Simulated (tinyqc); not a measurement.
Density of states of one tight-binding band on the simple cubic lattice: one step. One tetrahedron of the mesh. Two cases, with inputs chosen for the exercise.

Question. Find its share below E and its density of states at E.

For corner energies e1 <= e2 <= e3 <= e4 and eij = ei - ej, the share of the tetrahedron below E is n = (E - e1)^3/(e21 e31 e41) for e1 < E < e2; n = [e21^2 + 3 e21 x + 3 x^2 - (e31 + e42) x^3/(e32 e42)]/(e31 e41) with x = E - e2 for e2 < E < e3; n = 1 - (e4 - E)^3/(e41 e42 e43) for e3 < E < e4; its density of states is g = dn/dE.

Case 1.

Values chosen: E = 1.73 eV (energy at which the density is wanted).

corner energies, sorted (eV): -2.360000  -0.360000  0.000000  2.000000

Case 2.

Values chosen: E = 1.87 eV (energy at which the density is wanted).

corner energies, sorted (eV): -0.889969  0.183344  1.256656  2.329969

Give: n; g.

Answer.

Case 1.

n = 0.9990
g = 0.0106 1/eV

Case 2.

n = 0.9869
g = 0.0856 1/eV

E lies between corners 3 and 4.

Computed by tinyqc, one run a case: `OMP_NUM_THREADS=1 python tinyqc.py N N+1 out.jsonl` with N = 1680990, 1681199; one thread of a shared Intel(R) Xeon(R) Processor @ 2.30GHz, about 0.3 s a run at most.
